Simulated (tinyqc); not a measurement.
Transfer-length model of a contact: one step of the calculation.

A metal contact of length d and width W on a thin layer of the same width. The metal has no resistance, the sheet resistance under it equals Rsh, and current enters the layer at the front edge x = 0.

Question. Contact resistivity. rc = Rsh Lt^2. Short cuts: Rsh A^2 (long contact, Lt = A) and Rc W d (short contact, even current).

Values chosen for this exercise:
- rc = 6.9e-9 ohm cm^2 (specific contact resistivity)
- d = 0.016 um (contact length)
- W = 2.7 um (contact width)

Rsh = 955.32565 ohm/sq
Rc = 18.075252 ohm
A = 0.051085386 um
converged Lt = 0.027091575 um

Wanted: rc; Rsh A^2; Rc W d.

Answer.

rc = 7.0116e-9 ohm cm^2
Rsh A^2 = 2.4931e-8 ohm cm^2
Rc W d = 7.8085e-9 ohm cm^2

The extracted rc is 1.6 % above the value 6.9e-9 ohm cm^2 that made the data.

Computed by the program tinyqc: `OMP_NUM_THREADS=1 python tinyqc.py 2760096 2760097 out.jsonl`, one thread of a shared Intel Xeon 2.30GHz, about 0.01 s for the whole run.
